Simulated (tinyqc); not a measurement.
Atomic layer deposition: Langmuir saturation, growth per cycle and coating of deep features. Changing the pulse time t. Computed by tinyqc, a small Python program. Command: `OMP_NUM_THREADS=1 python tinyqc.py 3016183 3016184 out.jsonl ald sweep`. One thread of a shared host (Intel(R) Xeon(R) Processor @ 2.30GHz), about 0.06 s of CPU time with the checks.

Precursor A sticks only on free sites, so a long enough pulse saturates; co-reactant B then frees the sites again.

Inputs (values chosen for the exercise, modelled on titanium nitride from the chloride and ammonia): precursor mass M = 190 u; site density q = 1.9 1/nm^2; growth per cycle at saturation G = 0.32 angstrom; sticking probability beta on free sites = 0.009; precursor pressure p = 0.98 Pa; temperature T = 250 C; co-reactant completion per pulse c_B = 0.95; desorption energy E_d = 1.59 eV; purge time t_p = 4.2 s; aspect ratio a = 8.1.

Feature: long trench.

Constants: u = 1.6605390666e-27 kg; k_B = 1.380649e-23 J/K; k_B = 8.617333262e-05 eV/K.

Method:
- Wall flux F = p/sqrt(2 pi M k_B T); rate of filling k_a = beta F/q; desorption k_d = 1e13 exp(-E_d/(k_B T)) per second. 1/m^2 = 1e-18/nm^2.
- Temperatures in kelvin are T(C) + 273.15.
- One cycle from coverage th0: pulse A gives th1 = th_s + (th0 - th_s) exp(-(k_a + k_d) t), th_s = k_a/(k_a + k_d); the purge leaves th2 = th1 exp(-k_d t_p); pulse B converts c_B th2 into film and leaves th3 = (1 - c_B) th2. Growth = G c_B th2.
- The periodic state has th0 = th3: th0 = (1 - c_B) e_p th_s (1 - e_a)/(1 - (1 - c_B) e_p e_a), with e_a = exp(-(k_a + k_d) t), e_p = exp(-k_d t_p).
- Share of impinging molecules used = q (th1 - th0)/(F t).
- Diffusion-limited filling (Gordon) of a long trench of width w, hydraulic diameter 2w, so that a is replaced by a/2 in the hole formula: t = (q/F)(1 + 19a/8 + 3a^2/8). Reaction-limited filling needs ln(100)/k_a at any depth, k_a = beta F/q. Flow is molecular. The front picture holds when the modulus (a/2) sqrt(beta) is well above 1.
- Depth reached by the given pulse: solve the same formula for a. Exposure = p x diffusion-limited time; 1 langmuir = 1.33322e-4 Pa s.

One run for each value; columns: (1) pulse time t (s); (2) growth per cycle (angstrom); (3) share of impinging molecules used; (4) aspect ratio reached by the front in time t:
```
(1)        (2)        (3)    (4)
0.0035  0.0395  8.361e-03    3.7
0.0087  0.0884  7.527e-03    7.2
0.022   0.1747  5.879e-03   13.0
0.054   0.2628  3.604e-03   21.9
0.13    0.2960  1.686e-03   35.6
0.33    0.2979  6.685e-04   58.5
0.82    0.2979  2.690e-04   94.0
2       0.2979  1.103e-04  148.5
5.1     0.2979  4.325e-05  239.0
13      0.2979  1.697e-05  383.4
```

Describe and explain the trends.

Over the rows, growth per cycle (angstrom) rises from 0.0395 to 0.298, flat over part of the range; share of impinging molecules used falls from 0.00836 to 1.70e-5 (exponent d ln y / d ln x -0.12 between the first rows and -1.0 between the last); aspect ratio reached by the front in time t rises from 3.73 to 383 (exponent d ln y / d ln x 0.72 between the first rows and 0.51 between the last). At the high end the exponent of growth per cycle is 0.00, close to 0: self-limiting growth. At the high end the exponent of share of impinging molecules used is -1.00, close to -1: after saturation more gas is wasted. At the high end the exponent of aspect ratio reached by the front in time t is 0.51, close to 0.50: the front moves as sqrt(t). Growth saturates once k_a t passes a few units, since A sticks only on free sites; longer pulses then serve only depth.

Caution (rows 0.00350): common pulse valves need about 10 ms, so a pulse this short is formal. Caution (rows 0.00350, 0.00870, 0.0220, 0.0540): the pulse is shorter than ln(100)/k_a, so even the open surface is not saturated and the depth reached has no meaning. Caution (rows 0.00350, 0.00870, 0.0220, 0.0540, 0.130): the depth reached is formal here: it is under 4/sqrt(beta), so no sharp front has formed.
